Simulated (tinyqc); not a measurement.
# Rapid thermal processing of a wafer: radiative balance, ramp and cooling, pattern effects, pyrometer error and spike budget, step by step

A worked calculation. Computed by tinyqc, a small Python program that keeps every step. Command: `OMP_NUM_THREADS=1 python tinyqc.py 3113855 3113856 out.jsonl rtp walk`. One thread of a shared host (Intel(R) Xeon(R) Processor @ 2.30GHz), about 0.04 s of CPU time with the checks. Intermediate numbers are printed to about 5 digits and carried at full precision; extremes and crossings named in words are read from the listed rows.

The wafer is opaque and uniform through its thickness unless said otherwise; temperatures in formulas are in kelvin (C + 273.15). sigma = 5.670374419e-12 W/(cm^2 K^4).

Inputs (values chosen for the exercise, modelled on a hot silicon wafer):
```
quantity                                              value         unit
wafer thickness d                                       725   micrometre
heat capacity per volume C                             2.01   J/(cm^3 K)
thermal conductivity k                                 0.21     W/(cm K)
emissivity eps of each face                            0.63            -
reflectivity of the chamber walls r                    0.71            -
gas heat-transfer coefficient h, both faces together      1  mW/(cm^2 K)
wall temperature T_w                                    500            K
process temperature                                     737            C
starting temperature                                    450            C
ramp rate                                                59          K/s
relative change of absorptivity over a pattern          6.7            %
period of the pattern                                    32           mm
pyrometer wavelength                                    4.5   micrometre
error of the assumed emissivity                         5.9            %
activation energy of the process E_a                   1.24           eV
```

Constants: k_B = 8.617333262e-05 eV/K; h = 6.62607015e-34 J s; c = 299792458 m/s; k_B = 1.380649e-23 J/K.

## Power to hold and to ramp

Effective emissivity between parallel grey plates: eps_eff = 1/(1/eps + 1/(1 - r) - 1). Loss per area q(T) = 2 eps_eff sigma (T^4 - T_w^4) + h (T - T_w). Absorbed power during a ramp = q(T) + C d x ramp rate; thermal time constant tau = C d/(dq/dT), dq/dT = 8 eps_eff sigma T^3 + h; natural cooling rate q/(C d); front-to-back difference under one-sided heating at the end of the ramp = (absorbed power) d/(2 k).

eps_eff = 0.24780

holding power q = 3.2605 W/cm^2

power at the end of the ramp = 11.858 W/cm^2

dq/dT = 12.587 mW/(cm^2 K)

time constant tau = 11.578 s

natural cooling rate = 22.375 K/s

front-to-back difference = 2.0470 K

Radiation carries 84 % of the loss. The ramp needs 3.6 times the holding power.

## Cooling curve

Cooling with the lamps off: C d dT/dt = -q(T), integrated adaptively (relative tolerance 1e-10).

Lamps off at t = 0:
```
t (s)   T (C)  cooling rate (K/s)
1.2    711.46              20.245
2.3    690.13              18.578
4.6    650.80              15.758
8.1    601.42              12.647
12.0   557.10              10.224
17.0   511.71               8.067
29.0   435.01               5.073
46.0   368.28               3.030
```

The rate falls from 22.4 K/s at t = 0 to 3.03 K/s in the last row.

## Thermal budget of a spike

Spike anneal: linear ramp to the peak, then lamps off. Equivalent time at the peak = int exp(-(E_a/k_B)(1/T - 1/T_peak)) dt; estimate (k_B T^2/E_a)(1/ramp rate + 1/cooling rate). The ramp part uses 4000 trapezoid steps, the cooling part 4000 steps over 4 tau. Time within 50 K of the peak from the same curves.

equivalent time, ramp = 1.0592 s

equivalent time, cooling = 3.6345 s

equivalent time, total = 4.6937 s

estimate = 4.3712 s

time within 50 K of the peak = 3.3172 s

Cooling supplies 77 % of the budget.

## What a faster ramp buys

The formulas are those given above.

Against the ramp rate:
```
ramp (K/s)  ramp part (s)  cooling part (s)  total (s)  power at the peak (W/cm^2)
10                 6.2496            3.6345     9.8840                        4.72
25                 2.4998            3.6345     6.1343                        6.90
50                 1.2499            3.6345     4.8844                       10.55
100                0.6250            3.6345     4.2594                       17.83
250                0.2500            3.6345     3.8845                       39.69
500                0.1250            3.6345     3.7595                       76.12
1000               0.0625            3.6345     3.6970                      148.99
```

From 10 to 100 K/s the total falls by a factor 2.3, from 100 to 1000 K/s by 1.15: the cooling part, 3.63 s, is a floor, and the natural cooling rate here is 22.4 K/s.

## Pattern effect

At steady state a sinusoidal change of absorbed power of relative amplitude a and period p gives the temperature amplitude a q/(dq/dT + k d (2 pi/p)^2); healing length l = sqrt(k d/(dq/dT)); process change = E_a dT/(k_B T^2). Emissivity is taken as unchanged.

healing length l = 10.998 mm

amplitude without lateral conduction = 17.356 K

amplitude = 3.0646 K

change of the process rate = 4.3217 %

Lateral conduction cuts the amplitude to 18 %, since p/(2 pi l) = 0.46.

## Pyrometer error

Signal proportional to eps/(exp(c2/(lambda T)) - 1), c2 = h c/k_B. If the assumed emissivity is too high by the given error, the reading T' solves (1 + error)/(exp(c2/(lambda T')) - 1) = 1/(exp(c2/(lambda T)) - 1). Wien estimate: T' - T = -lambda T^2 ln(1 + error)/c2. Process rates go as exp(-E_a/(k_B T)).

c2 = 14388 micrometre K

c2/(lambda T) = 3.1652

reading less true temperature = -17.244 K

Wien estimate = -18.295 K

rate at T over rate at T', less 1 = 28.069 %

Caution: below about 600 C lightly doped silicon is partly transparent at this wavelength, so its emissivity is not yet the hot value early in the ramp.

Checks made by the program: cooling time against quadrature of C d dT/q (relative difference 4e-08).
